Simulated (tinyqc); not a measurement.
States in the gap of a film: thin (001) film in sp3s* tight binding with raised dangling bonds.

Planes alternate anion (a), cation (c) along [001], a/4 apart, starting with an anion; zero in-plane momentum; levels counted from the bulk Ev, the lower root of [[Epa, Vxx], [Vxx, Epc]]; no spin-orbit coupling. Block of s, pz, s*: from an anion to the cation above, Vss/2 (s,s), Vsapc/2 (s,z), -Vscpa/2 (z,s), Vxx/2 (z,z), Vxapc/2 (s*,z), -Vpaxc/2 (z,s*); to the cation below the same with the s-z and s*-z signs reversed. Block of u = (px + py)/sqrt2 and v = (px - py)/sqrt2: to the cation above (Vxx + Vxy)/2 for u and (Vxx - Vxy)/2 for v, to the cation below the reverse. Each surface atom has two dangling sp3 hybrids; raising both by dl adds (dl/2) [[1, t], [t, 1]] to its s, pz levels (t = -1 at the bottom face, +1 at the top) and dl to the one of u, v in whose plane the missing bonds lie (v for a bottom anion or a top cation, u for a top anion).

Values chosen for the exercise (out of a larger set: near a published set for GaAs, fitted to gaps, whose masses and valley positions are rough; not measured data): p = (-8.425, 1.034, -2.685, 3.655, 8.639, 6.759, -6.376, 1.947, 5.096, 4.441, 5.731, 4.867, 4.853) eV (order Esa, Epa, Esc, Epc, Exa, Exc, Vss, Vxx, Vxy, Vsapc, Vscpa, Vxapc, Vpaxc); Nw = 20 (planes in the thicker film).

edges (eV): Gamma 1.43962, Delta 1.99017

Levels between 0 and the lower bulk edge, the largest weight on the two outer planes of both faces among them, and the nearest levels outside, for several shifts dl.

Film of Nw planes:
```
dl (eV)  levels in the gap       at (eV)  surface weight  next above (eV)  next below (eV)
0                        2  0.722, 1.036            0.80           1.7737          -0.0544
1                        2  0.146, 1.061            0.54           1.8312          -0.0823
2                        2  0.402, 1.311            0.45           1.9081          -0.0823
3                        1         0.689            0.48           1.4639          -0.0823
5                        1         1.165            0.39           1.6300          -0.0823
10                       0             -               -           1.4822          -0.0823
30                       0             -               -           1.5652          -0.0823
100                      0             -               -           1.5836          -0.0823
```

Can the levels of the bare film be read as confined subbands?

No: with bare surfaces (dl = 0) 2 levels lie in the bulk gap, with up to 80 % of the weight on the four outer planes, two a face, where an even spread gives 20 %; these are dangling-bond states, not subbands. The reruns show the bulk gap clear from dl = 10 eV on, and at dl = 30 eV the next level above lies -18.3 meV from its value at 100 eV. At dl = 10 eV the next level above is more than 20 meV from its value at 100 eV, so the surface still acts on it.

Run: tinyqc, `OMP_NUM_THREADS=1 python tinyqc.py 1452892 1452893 out.jsonl`; Intel(R) Xeon(R) Processor @ 2.30GHz, one thread, shared host; about 0.4 s of CPU time with all checks.
